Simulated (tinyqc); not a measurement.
The same layer on three faces: band edges of strained Si(1-x)Ge(x) on relaxed Si(1-y)Ge(y).

Values are linear in the Ge fraction but for ED(x) = linear - CD x (1 - x) and a(x) = linear - Ca x (1 - x). Energies are on the common scale of Ev.

Coherent growth: e_par = (a(y) - a(x))/a(x). (001): e_perp = -2 (C12/C11) e_par; exx = eyy = e_par, ezz = e_perp, no shear. (111): e_perp = -(2 C11 + 4 C12 - 4 C44)/(C11 + 2 C12 + 4 C44) e_par; exx = eyy = ezz = (2 e_par + e_perp)/3 and exy = eyz = ezx = (e_perp - e_par)/3. (110): e_perp = -(C11 + 3 C12 - 2 C44)/(C11 + C12 + 2 C44) e_par; exx = eyy = (e_par + e_perp)/2, ezz = e_par, exy = (e_perp - e_par)/2, eyz = ezx = 0.

A valley with unit axis u lies at Ev + gap + (av + a_valley) tr(e) + Xu (u.e.u - tr(e)/3); the Delta axes are x, y, z and the L axes [111], [1-1-1], [-11-1], [-1-11]. The second-order shift of the Delta valleys under shear is left out; it lowers the pair normal to the sheared plane by tens of meV at a shear of 1 %.

Valence edges: Ev plus the levels of the 6 x 6 matrix of X, Y, Z times spin with -Dso/3 + l exx + m (eyy + ezz) on the diagonal (cyclic), n exy off it, l = av + 2 b, m = av - b, n = sqrt(3) d. Spin-orbit term (Dso/3) L.sigma on X, Y, Z with (L_k)_ij = -i epsilon_kij: <X+|H|Y+> = -i Dso/3, <X+|H|Z-> = Dso/3, <Y+|H|Z-> = -i Dso/3, <Z+|H|X-> = -Dso/3, <Z+|H|Y-> = i Dso/3, <X-|H|Y-> = i Dso/3, and their conjugates; + and - are the spin along z.

Values chosen for the exercise (end members near Si and Ge, in this order; shifted at random, so the results belong to these values and not to a real crystal): a = (5.428, 5.656) angstrom (lattice constant); Dso = (0.044, 0.291) eV (spin-orbit splitting); av = (2.48, 1.23) eV (valence hydrostatic potential); b = (-2.1, -2.53) eV (tetragonal shear potential); d = (-4.77, -5.29) eV (trigonal shear potential); C11 = (163.9, 126.6) GPa; C12 = (64.2, 48.7) GPa; C44 = (80.8, 66.8) GPa; Ev = (0, 0.72) eV (top of the unstrained valence band); ED = (1.169, 0.93) eV (gap to the Delta valleys); EL = (2.012, 0.743) eV (gap to the L valleys); aD = (1.88, 1.2) eV (hydrostatic potential of the Delta gap); aL = (-3.01, -3.03) eV (hydrostatic potential of the L gap); XuD = (9.44, 9.58) eV (uniaxial potential, Delta); XuL = (15.74, 14.72) eV (uniaxial potential, L); CD = 0.199 eV (bowing of the Delta gap); Ca = 0.025 angstrom (bowing of the lattice constant); x = 0.17 (Ge fraction of the layer); y = 0 (Ge fraction of the relaxed buffer).

dEc = Ec(buffer) - Ec(layer), dEv = Ev(layer) - Ev(buffer); buffer edges Ev(y) and Ev(y) + min(ED, EL). The digit behind Delta or L counts whole valleys.

Results:

| face | e_par (%) | lowest valleys | gap (eV) | next valleys above (meV) | valence splitting (meV) | dEc (eV) | dEv (eV) | Delta spread (meV) | L spread (meV) |
|---|---|---|---|---|---|---|---|---|---|
| (001) | -0.64 | Delta4 | 1.025 | 109 | 34 | 0.014 | 0.130 | 109 | 0 |
| (111) | -0.64 | Delta6 | 1.057 | 713 | 34 | -0.013 | 0.125 | 0 | 126 |
| (110) | -0.64 | Delta2 | 1.027 | 46 | 35 | 0.016 | 0.126 | 46 | 100 |

On (001) only the Delta valleys split (109 meV), on (111) only the L valleys (126 meV), on (110) both (46 and 100 meV). The lowest valleys are Delta4 on (001), Delta6 on (111) and Delta2 on (110); the smallest gap is 1.025 eV on (001) and the largest 1.057 eV on (111).

(tinyqc, `OMP_NUM_THREADS=1 python tinyqc.py 1081145 1081146 out.jsonl`, Intel(R) Xeon(R) Processor @ 2.30GHz, 1 thread, shared host, about 0.02 s.)
